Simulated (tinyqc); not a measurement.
What moves the results: strain-driven crossing of the Gamma and L valleys in a germanium-like crystal. A value that a table varies takes the place of the one given here.

Biaxial loads: e0 is the in-plane strain e_par and the normal is free. (001): e_perp = -2 (C12/C11) e_par; exx = eyy = e_par, ezz = e_perp, no shear. (111): e_perp = -(2 C11 + 4 C12 - 4 C44)/(C11 + 2 C12 + 4 C44) e_par; exx = eyy = ezz = (2 e_par + e_perp)/3 and exy = eyz = ezx = (e_perp - e_par)/3. (110): e_perp = -(C11 + 3 C12 - 2 C44)/(C11 + C12 + 2 C44) e_par; exx = eyy = (e_par + e_perp)/2, ezz = e_par, exy = (e_perp - e_par)/2, eyz = ezx = 0. Uniaxial loads: a stress along n, scaled so that n.e.n = e0, with exx = s11 sxx + s12 (syy + szz), exy = s44 sxy/2, s11 = (C11 + C12)/((C11 - C12)(C11 + 2 C12)), s12 = -C12/((C11 - C12)(C11 + 2 C12)), s44 = 1/C44.

Edges from the unstrained valence top: Gamma at Eg + ac tr(e); an L valley with unit axis u at EgL + aL tr(e) + XuL (u.e.u - tr(e)/3), u along [111], [1-1-1], [-11-1], [-1-11]; valence edges are the levels of the 6 x 6 matrix of X, Y, Z times spin with -Dso/3 + l exx + m (eyy + ezz) on the diagonal (cyclic), n exy off it, l = av + 2 b, m = av - b, n = sqrt(3) d. Spin-orbit term (Dso/3) L.sigma on X, Y, Z with (L_k)_ij = -i epsilon_kij: <X+|H|Y+> = -i Dso/3, <X+|H|Z-> = Dso/3, <Y+|H|Z-> = -i Dso/3, <Z+|H|X-> = -Dso/3, <Z+|H|Y-> = i Dso/3, <X-|H|Y-> = i Dso/3, and their conjugates; + and - are the spin along z.

Constants: kB = 8.617333262e-05 eV/K.

Inputs chosen for the exercise (near those of Ge, gaps at low temperature; the results hold for these values, not for the real material): Eg = 0.904 eV (gap at Gamma to the s-like level); EgL = 0.731 eV (gap to L); Dso = 0.289 eV (spin-orbit splitting); ac = -8.28 eV (conduction deformation potential); av = 1.26 eV (valence hydrostatic potential); b = -2.51 eV (tetragonal shear potential); d = -5.34 eV (trigonal shear potential); aL = -1.6 eV (hydrostatic potential of the L edge, Xd + Xu/3); XuL = 15.53 eV (uniaxial potential, L); C11 = 131 GPa; C12 = 47.6 GPa; C44 = 67 GPa; load = biaxial (001) (kind of strain); mG = 0.0386 m0 (mass at Gamma); mL = 0.548 m0 (density-of-states mass of the four L valleys together); T = 300 K (temperature); e0 = 0.0116 (size of the strain).

## Which strain makes the gap direct

For tension the difference Gamma minus lowest L is linear in e0; slope per 1 % and the e0 at which it vanishes (a dash: no crossing below 15 %), with the gap there.

Results:

| load | slope (meV per 1 %) | crossing e0 (%) | gap at the crossing (eV) |
|---|---|---|---|
| biaxial (001) | -85.1 | 2.03 | 0.531 |
| biaxial (110) | -28.8 | 6.01 | -0.421 |
| biaxial (111) | 33.5 | - | - |
| uniaxial [100] | -31.2 | 5.55 | 0.481 |
| uniaxial [111] | -5.9 | - | - |
| uniaxial [110] | 12.6 | - | - |

How do the results move?

The smallest strain is needed for biaxial (001) (2.03 %), then uniaxial [100] (5.55 %). No crossing below 15 % is found for biaxial (111), uniaxial [111] and uniaxial [110]: shear splits the L valleys and pulls the lowest down nearly as fast as, or faster than, Gamma. Loads without off-diagonal strain, (001) and [100], gain (ac - aL) tr(e) = -67 meV per 1 % of volume. Crossings beyond about 3 % are sensitive to second-order terms, left out here. For uniaxial [111] the slope is a near cancellation, so terms beyond this linear model decide. A gap at or below zero marks a crossing beyond the range of this linear model.

## Sweep of a biaxial (001) strain

The valence splitting is the distance of the top two edges. Share in Gamma = mG^(3/2)/(mG^(3/2) + (mL^(3/2)/4) sum_i exp(-(E_Li - E_Gamma)/kT)).

Results:

| e0 (%) | direct gap (eV) | indirect gap (eV) | Gamma - L (meV) | valence splitting (meV) | share in Gamma (%) |
|---|---|---|---|---|---|
| 0.00 | 0.904 | 0.731 | 173 | 0 | 0.00232 |
| 0.34 | 0.847 | 0.702 | 144 | 31 | 0.00710 |
| 0.69 | 0.785 | 0.670 | 114 | 65 | 0.0225 |
| 1.03 | 0.723 | 0.637 | 85 | 101 | 0.0687 |
| 1.37 | 0.659 | 0.603 | 56 | 138 | 0.210 |
| 1.71 | 0.594 | 0.567 | 28 | 176 | 0.640 |
| 2.06 | 0.526 | 0.528 | -2 | 217 | 2.00 |
| 2.40 | 0.459 | 0.491 | -31 | 257 | 5.87 |

What can be read from the table?

Gamma drops below the lowest L valley between e0 = 1.71 and 2.06 %. The direct gap goes from 0.904 to 0.459 eV; of that change -0.153 eV comes from the rise of the valence top through the shear terms and the rest from the volume. The share in Gamma goes from 0.00232 to 5.87 %.

## What each parameter does

Direct gap, Gamma minus the lowest L edge and the valence splitting. Each row changes one parameter from the base and keeps the others.

Results:

| case | direct gap (eV) | Gamma - L (meV) | valence splitting (meV) |
|---|---|---|---|
| base | 0.6985 | 74.3 | 114.8 |
| e0 = 0.01334 | 0.6658 | 59.5 | 133.9 |
| C12 = 40.46 GPa | 0.6912 | 65.9 | 106.9 |
| b = -2.1335 eV | 0.7097 | 74.3 | 96.1 |
| C44 = 56.95 GPa | 0.6985 | 74.3 | 114.8 |
| XuL = 17.8595 eV | 0.6985 | 74.3 | 114.8 |
| aL = -1.84 eV | 0.6985 | 77.9 | 114.8 |
| av = 1.449 eV | 0.6957 | 74.3 | 114.8 |

What can be read from the table?

The largest shifts from the base row, up to three for each result and ties (the steps differ in size, so this ranks the rows, not the parameters). direct gap (eV): e0 -0.0327, b +0.0112, C12 -0.0073; unchanged at the printed digits by C44, XuL and aL. Gamma - L (meV): e0 -14.8, C12 -8.4, aL +3.5; unchanged at the printed digits by b, C44, XuL and av. valence splitting (meV): e0 +19.1, b -18.7, C12 -7.9; unchanged at the printed digits by C44, XuL, aL and av.

(tinyqc, `OMP_NUM_THREADS=1 python tinyqc.py 1050619 1050620 out.jsonl`, Intel(R) Xeon(R) Processor @ 2.30GHz, 1 thread, shared host, about 0.01 s.)
